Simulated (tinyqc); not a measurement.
Dopant redistribution at a moving silicon-oxide interface during parabolic oxidation: one step, computed by the program tinyqc.

Uniformly doped silicon is oxidised with x_ox = sqrt(B t); the interface advances into the silicon by alpha x_ox, alpha = 0.44. The dopant does not move in the oxide, and at the interface C(silicon) = m C(oxide).

Problem. Rates. D = D0 exp(-E/(k_B T)), converted with 1 cm^2/s = 3.6e11 um^2/h; B = B0 exp(-E_B/(k_B T)); s = alpha sqrt(B/(4 D)), the interface advance over 2 sqrt(D t). Temperatures in kelvin are T(C) + 273.15.

Inputs (values chosen for the exercise, modelled on phosphorus in silicon under steam):

| quantity | value | unit |
|---|---|---|
| dopant prefactor D0 | 4.75 | cm^2/s |
| dopant activation energy E | 3.65 | eV |
| oxidation prefactor B0 | 368 | um^2/h |
| oxidation activation energy E_B | 0.781 | eV |
| temperature T | 1050 | C |
| time t | 2.8 | h |

Constants: k_B = 8.617333262e-05 eV/K.

Give: D; B; s; oxide thickness; diffusion length 2 sqrt(D t).

Solution.

D = 0.021400 um^2/h

B = 0.39001 um^2/h

s = 0.93918

oxide thickness = 1.0450 um

diffusion length 2 sqrt(D t) = 0.48958 um

Interface and diffusion move at similar speeds. Caution: parabolic growth needs an oxide much thicker than the Deal-Grove length A, which fails for thin films and low temperatures; oxidation-enhanced or retarded diffusion is ignored.
